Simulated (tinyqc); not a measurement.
Temperatures in a stack of 2 dies with leakage feedback: one step of the calculation.

One-dimensional heat flow to a sink below die 0. The power of each die is released in a plane at its top; from the plane of die j > 0 heat crosses its silicon (ts), a bond layer and the wiring of die j - 1; from die 0 it crosses t0, paste and sink. Copper shares the path through bond and wiring in parallel: k_eff = fm km + (1 - fm) k. Silicon is taken at the temperature of the plane above it. Leakage is P_l exp((T - 350 K)/Tl).

Problem. Resistances per area at 300 K. R = thickness/conductivity for each layer.

Parameters, values chosen for the exercise; conductivities of the order met in silicon, wiring layers, bonds and pastes:
```
symbol,value,unit,meaning
k0,142,W/(m K),conductivity of silicon at 300 K
ts,50,um,thickness of a thinned die
t0,775,um,thickness of the die next to the sink
tb,11,um,thickness of the wiring layers
kb,1.7,W/(m K),conductivity of the wiring layers
tg,30,um,thickness of a bond layer
kg,1.6,W/(m K),conductivity of the bond dielectric
fm,0.01,,area share of copper through bond and wiring
km,390,W/(m K),conductivity of copper
Rt,0.13,K cm^2/W,paste and lid
Rs,1.16,K cm^2/W,heat sink
```

Give: thick die; thinned die; k_eff of the bond; k_eff of the wiring; bond plus wiring; paste plus sink.

Solution.

thick die = 0.054577 K cm^2/W
thinned die = 0.0035211 K cm^2/W
k_eff of the bond = 5.4840 W/(m K)
k_eff of the wiring = 5.5830 W/(m K)
bond plus wiring = 0.074407 K cm^2/W
paste plus sink = 1.2900 K cm^2/W

tinyqc, about 0.03 s, one thread, Intel Xeon 2.30GHz (shared host): `OMP_NUM_THREADS=1 python tinyqc.py 2162052 2162053 out.jsonl`
